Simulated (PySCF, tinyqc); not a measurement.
Worked calculation: RKS/BLYP in the sto-3g basis, for H3+, spin multiplicity 1. The lowest restricted solution is unstable here: a spin-polarised one lies 0.0007 hartree lower (PySCF). Computed by tinyqc, a small Python program that keeps every step (integrals from PySCF). Settings: charge = 1, multiplicity = 1, basis = sto-3g, energy threshold = 1e-10, iteration cap = 75, orthogonalisation = symmetric, start = random, DIIS depth = 8, damping = 0.2, method = RKS, functional = blyp, grid = [15, 14]. Command: `OMP_NUM_THREADS=1 python tinyqc.py 20619 20620 out.jsonl` (the two numbers bound the seeds that draw the settings). One thread of a shared host (Intel(R) Xeon(R) Processor @ 2.60GHz), about 0.5 s of CPU time with the checks. Later iterations appear only in the table of the cycle.

## One-electron integrals

Geometry (angstrom):
```
atom        x        y         z
H     0.00000  0.00000   0.00000
H     0.00000  0.00000   1.31000
H     0.00000  0.00000  -1.31000
```

Basis sto-3g: exponents (1/bohr^2) and contraction coefficients of normalised primitives:
```
element  l (shell)  exponent  coefficient
H            s (1)   3.42525      0.15433
H            s (1)   0.62391      0.53533
H            s (1)   0.16886      0.44463
```

Overlap, kinetic and nuclear-attraction integrals over the contracted functions; the nuclear repulsion is the sum of Za Zb / Rab.

nuclear repulsion = 1.0098802 hartree

overlap S, order 1H 1s, 2H 1s, 3H 1s:
$$\begin{pmatrix}
1.00000 & 0.33452 & 0.33452 \\
0.33452 & 1.00000 & 0.03940 \\
0.33452 & 0.03940 & 1.00000
\end{pmatrix}$$

kinetic energy T (hartree), order 1H 1s, 2H 1s, 3H 1s:
$$\begin{pmatrix}
0.76003 & 0.03214 & 0.03214 \\
0.03214 & 0.76003 & -0.00984 \\
0.03214 & -0.00984 & 0.76003
\end{pmatrix}$$

nuclear attraction V (hartree), order 1H 1s, 2H 1s, 3H 1s:
$$\begin{pmatrix}
-2.02728 & -0.55893 & -0.55893 \\
-0.55893 & -1.82892 & -0.06075 \\
-0.55893 & -0.06075 & -1.82892
\end{pmatrix}$$

core Hamiltonian H = T + V (hartree), order 1H 1s, 2H 1s, 3H 1s:
$$\begin{pmatrix}
-1.26725 & -0.52679 & -0.52679 \\
-0.52679 & -1.06889 & -0.07060 \\
-0.52679 & -0.07060 & -1.06889
\end{pmatrix}$$

## Two-electron integrals

Functions are numbered as in S; the eight-fold symmetry (ij|kl) = (ji|kl) = (kl|ij) leaves the list below.

Two-electron integrals (ij|kl) in chemists' order, unique and non-zero (hartree):
```
(11|11) 0.77461   (21|11) 0.18960   (21|21) 0.06637   (22|11) 0.38903
(22|21) 0.18960   (22|22) 0.77461   (31|11) 0.18960   (31|21) 0.04387
(31|22) 0.09139   (31|31) 0.06637   (32|11) 0.02192   (32|21) 0.00635
(32|22) 0.01568   (32|31) 0.00635   (32|32) 0.00074   (33|11) 0.38903
(33|21) 0.09139   (33|22) 0.20192   (33|31) 0.18960   (33|32) 0.01568
(33|33) 0.77461
```

## Orthogonalisation

S = U s U^T; symmetric (Loewdin) form X = U s^(-1/2) U^T, so that X^T S X = 1.

eigenvalues of S: [0.54620, 0.96060, 1.49320]

X, order 1H 1s, 2H 1s, 3H 1s:
$$\begin{pmatrix}
1.09684 & -0.18889 & -0.18889 \\
-0.18889 & 1.04745 & 0.02715 \\
-0.18889 & 0.02715 & 1.04745
\end{pmatrix}$$

## Starting guess

The start is random orthonormal orbitals; D = 2 C_occ C_occ^T.

D at the start, order 1H 1s, 2H 1s, 3H 1s:
$$\begin{pmatrix}
0.01267 & -0.01232 & 0.15483 \\
-0.01232 & 0.01199 & -0.15058 \\
0.15483 & -0.15058 & 1.89186
\end{pmatrix}$$

## Iteration 1: exchange-correlation on the grid

Becke grid with 15 radial and 14 angular points per atom, points of zero weight dropped. rho = sum D_ij phi_i phi_j; V_xc,ij = sum w v_xc phi_i phi_j plus the gradient terms; v_xc is d(rho eps)/d rho at fixed gradient.

The 12 grid points with the largest w rho, of 614 (bohr, atomic units):
```
x                y         z        w      rho  |grad rho|^2    eps_xc      v_xc
-0.67494   0.67494  -3.15049  0.54140  0.06412       0.02228  -0.36579  -0.41069
0.67494    0.67494  -3.15049  0.54140  0.06412       0.02228  -0.36579  -0.41069
0.67494   -0.67494  -3.15049  0.54140  0.06412       0.02228  -0.36579  -0.41069
-0.67494  -0.67494  -3.15049  0.54140  0.06412       0.02228  -0.36579  -0.41069
-0.67494   0.67494  -1.80060  0.50700  0.06671       0.02283  -0.36829  -0.41599
0.67494    0.67494  -1.80060  0.50700  0.06671       0.02283  -0.36829  -0.41599
-0.67494  -0.67494  -1.80060  0.50700  0.06671       0.02283  -0.36829  -0.41599
0.67494   -0.67494  -1.80060  0.50700  0.06671       0.02283  -0.36829  -0.41599
0.00000    1.16904  -2.47554  0.48055  0.06479       0.02252  -0.36655  -0.41205
1.16904    0.00000  -2.47554  0.48055  0.06479       0.02252  -0.36655  -0.41205
-1.16904   0.00000  -2.47554  0.48055  0.06479       0.02252  -0.36655  -0.41205
0.00000   -1.16904  -2.47554  0.48055  0.06479       0.02252  -0.36655  -0.41205
```

electrons on the grid, sum of w rho = 1.99827

E_xc = sum of w rho eps_xc = -0.7842824 hartree

V_xc (hartree), order 1H 1s, 2H 1s, 3H 1s:
$$\begin{pmatrix}
-0.20982 & -0.04387 & -0.11077 \\
-0.04387 & -0.12911 & -0.00820 \\
-0.11077 & -0.00820 & -0.51101
\end{pmatrix}$$

## Iteration 1: building the Kohn-Sham matrix

J_ij = sum D_kl (ij|kl); F = H + J + V_xc; E = tr D H + tr D J / 2 + E_xc + E_nn.

Coulomb J (hartree), order 1H 1s, 2H 1s, 3H 1s:
$$\begin{pmatrix}
0.79791 & 0.18761 & 0.37975 \\
0.18761 & 0.41512 & 0.03171 \\
0.37975 & 0.03171 & 1.52454
\end{pmatrix}$$

Kohn-Sham matrix F (hartree), order 1H 1s, 2H 1s, 3H 1s:
$$\begin{pmatrix}
-0.67916 & -0.38305 & -0.25781 \\
-0.38305 & -0.78288 & -0.04709 \\
-0.25781 & -0.04709 & -0.05536
\end{pmatrix}$$

total energy of this density = -0.4529901 hartree

This density is the starting one.

## Iteration 1: diagonalisation and new density

Diagonalise F' = X^T F X, C = X C', fill 1 alpha and 1 beta electrons from the bottom; D = 2 C_occ C_occ^T; the new density keeps 0.2 of the old one (damping). Each column has its largest component positive (the first on a tie).

F' = X^T F X (hartree):
$$\begin{pmatrix}
-0.58479 & -0.16518 & -0.16523 \\
-0.16518 & -0.73166 & 0.03032 \\
-0.16523 & 0.03032 & 0.01772
\end{pmatrix}$$

orbital energies (hartree): MO1 -0.84423, MO2 -0.52103, MO3 0.06654

coefficients C, order 1H 1s, 2H 1s, 3H 1s:
$$\begin{pmatrix}
0.45722 & 0.90791 & -0.49099 \\
0.74969 & -0.73608 & 0.17238 \\
-0.00112 & 0.12085 & 1.05781
\end{pmatrix}$$

D after iteration 1, order 1H 1s, 2H 1s, 3H 1s:
$$\begin{pmatrix}
0.33701 & 0.54597 & 0.03015 \\
0.54597 & 0.90165 & -0.03146 \\
0.03015 & -0.03146 & 0.37837
\end{pmatrix}$$

## Iteration 2: exchange-correlation on the grid

As before.

The 12 grid points with the largest w rho, of 614 (bohr, atomic units):
```
x                y        z        w      rho  |grad rho|^2    eps_xc      v_xc
0.67494    0.67494  1.80060  0.50700  0.04373       0.00712  -0.32023  -0.36421
-0.67494  -0.67494  1.80060  0.50700  0.04373       0.00712  -0.32023  -0.36421
-0.67494   0.67494  1.80060  0.50700  0.04373       0.00712  -0.32023  -0.36421
0.67494   -0.67494  1.80060  0.50700  0.04373       0.00712  -0.32023  -0.36421
0.00000    0.00000  1.30650  0.28435  0.06949       0.00250  -0.34097  -0.43704
0.00000    0.00000  1.16904  0.28739  0.06430       0.00069  -0.32930  -0.42988
-0.95141   0.95141  1.52413  1.03149  0.01756       0.00132  -0.25276  -0.27463
0.95141   -0.95141  1.52413  1.03149  0.01756       0.00132  -0.25276  -0.27463
-0.95141  -0.95141  1.52413  1.03149  0.01756       0.00132  -0.25276  -0.27463
0.95141    0.95141  1.52413  1.03149  0.01756       0.00132  -0.25276  -0.27463
0.67494    0.67494  3.15049  0.54140  0.03300       0.00582  -0.30506  -0.33424
-0.67494  -0.67494  3.15049  0.54140  0.03300       0.00582  -0.30506  -0.33424
```

electrons on the grid, sum of w rho = 1.99997

E_xc = sum of w rho eps_xc = -0.6103118 hartree

V_xc (hartree), order 1H 1s, 2H 1s, 3H 1s:
$$\begin{pmatrix}
-0.36459 & -0.11813 & -0.09679 \\
-0.11813 & -0.43555 & -0.01140 \\
-0.09679 & -0.01140 & -0.33265
\end{pmatrix}$$

## Iteration 2: building the Kohn-Sham matrix

As before.

Coulomb J (hartree), order 1H 1s, 2H 1s, 3H 1s:
$$\begin{pmatrix}
0.97610 & 0.34414 & 0.26954 \\
0.34414 & 1.11748 & 0.03472 \\
0.26954 & 0.03472 & 0.71649
\end{pmatrix}$$

Kohn-Sham matrix F (hartree), order 1H 1s, 2H 1s, 3H 1s:
$$\begin{pmatrix}
-0.65574 & -0.30078 & -0.35404 \\
-0.30078 & -0.38696 & -0.04728 \\
-0.35404 & -0.04728 & -0.68505
\end{pmatrix}$$

total energy of this density = -0.9995141 hartree

This density is a damped mixture and is not idempotent.

## Iteration 2: DIIS over 2 matrices

error matrix X^T (FDS - SDF) X:
$$\begin{pmatrix}
0.00000 & -0.26925 & 0.00371 \\
0.26925 & 0.00000 & 0.09761 \\
-0.00371 & -0.09761 & 0.00000
\end{pmatrix}$$

B (overlaps of the stored error matrices):
$$\begin{pmatrix}
6.0105752e-01 & -1.1703190e-03 \\
-1.1703190e-03 & 1.6407055e-01
\end{pmatrix}$$

Minimise |sum c_i e_i|^2 with sum c_i = 1: solve [B -1; -1 0][c; lambda] = [0; -1] with B_ij = tr e_i^T e_j, and take F = sum c_i F_i.

DIIS coefficients: [0.21531, 0.78469]

extrapolated F (hartree), order 1H 1s, 2H 1s, 3H 1s:
$$\begin{pmatrix}
-0.66078 & -0.31849 & -0.33332 \\
-0.31849 & -0.47220 & -0.04724 \\
-0.33332 & -0.04724 & -0.54947
\end{pmatrix}$$

## Iteration 2: diagonalisation and new density

As before.

F' = X^T F X (hartree):
$$\begin{pmatrix}
-0.56470 & -0.15636 & -0.15806 \\
-0.15636 & -0.41529 & 0.02782 \\
-0.15806 & 0.02782 & -0.49430
\end{pmatrix}$$

orbital energies (hartree): MO1 -0.73100, MO2 -0.48454, MO3 -0.25875

coefficients C, order 1H 1s, 2H 1s, 3H 1s:
$$\begin{pmatrix}
0.71517 & -0.19117 & 0.85229 \\
0.23096 & -0.64032 & -0.81867 \\
0.37323 & 0.78164 & -0.61911
\end{pmatrix}$$

D after iteration 2, order 1H 1s, 2H 1s, 3H 1s:
$$\begin{pmatrix}
0.88575 & 0.37347 & 0.43311 \\
0.37347 & 0.26568 & 0.13163 \\
0.43311 & 0.13163 & 0.29856
\end{pmatrix}$$

## Iteration 21 (converged): orbitals

converged F (hartree), order 1H 1s, 2H 1s, 3H 1s:
$$\begin{pmatrix}
-0.55688 & -0.31388 & -0.31388 \\
-0.31388 & -0.55687 & -0.04557 \\
-0.31388 & -0.04557 & -0.55687
\end{pmatrix}$$

Diagonalise F' = X^T F X, C = X C', fill 1 alpha and 1 beta electrons from the bottom; D = 2 C_occ C_occ^T. Each column has its largest component positive (the first on a tie).

F' = X^T F X (hartree):
$$\begin{pmatrix}
-0.45283 & -0.15469 & -0.15469 \\
-0.15469 & -0.50642 & 0.02585 \\
-0.15469 & 0.02585 & -0.50642
\end{pmatrix}$$

orbital energies (hartree): MO1 -0.68591, MO2 -0.53227, MO3 -0.24749

coefficients C, order 1H 1s, 2H 1s, 3H 1s:
$$\begin{pmatrix}
0.55588 & 0.00000 & 0.98255 \\
0.42476 & 0.72146 & -0.65775 \\
0.42476 & -0.72146 & -0.65775
\end{pmatrix}$$

D after iteration 21, order 1H 1s, 2H 1s, 3H 1s:
$$\begin{pmatrix}
0.61801 & 0.47223 & 0.47223 \\
0.47223 & 0.36084 & 0.36084 \\
0.47223 & 0.36084 & 0.36084
\end{pmatrix}$$

## Convergence

Stop when the energy changes by less than 1e-10 hartree and every element of the error matrix X^T (F D S - S D F) X is below 3e-06.

Course of the cycle:
```
iteration  E (hartree)     change  largest element of the error matrix
1           -0.4529901          -                             5.44e-01
2           -0.9995141  -5.47e-01                             2.69e-01
3           -1.1368280  -1.37e-01                             1.26e-01
4           -1.1763706  -3.95e-02                             7.18e-02
5           -1.1767799  -4.09e-04                             1.01e-01
6           -1.1823808  -5.60e-03                             7.93e-02
7           -1.1832329  -8.52e-04                             7.62e-02
8           -1.1832889  -5.60e-05                             7.63e-02
9           -1.1832262   6.27e-05                             7.68e-02
10          -1.1883157  -5.09e-03                             2.32e-02
11          -1.1891458  -8.30e-04                             1.15e-02
12          -1.1894243  -2.79e-04                             1.70e-03
13          -1.1894548  -3.05e-05                             3.71e-04
14          -1.1894607  -5.90e-06                             1.08e-04
15          -1.1894619  -1.17e-06                             3.78e-05
16          -1.1894621  -2.35e-07                             2.20e-05
17          -1.1894622  -4.74e-08                             1.14e-05
18          -1.1894622  -9.57e-09                             1.74e-06
19          -1.1894622  -1.89e-09                             4.63e-07
20          -1.1894622  -3.77e-10                             1.02e-07
21          -1.1894622  -7.54e-11                             2.06e-08
```

PySCF RKS in the same basis, fine grid = -1.1912042 hartree

Converged in 21 iterations. The coarse grid moves the energy by +1.74e-03 hartree.

## Populations, bond orders and dipole

Mulliken: Z minus the diagonal of D S on the atom; Loewdin: the same with S^(1/2) D S^(1/2); Mayer order: 2 sum_s sum (D(s) S)_ij (D(s) S)_ji over the two atoms.

Charges (e):
```
atom  Mulliken  Loewdin
1H     0.06605  0.06325
2H     0.46698  0.46837
3H     0.46698  0.46837
```

Mayer bond orders:
```
pair    order
2-1   0.49782
3-1   0.49782
3-2   0.28411
```

dipole moment about the origin, x y z (debye): [0.00000, 0.00000, 0.00000]
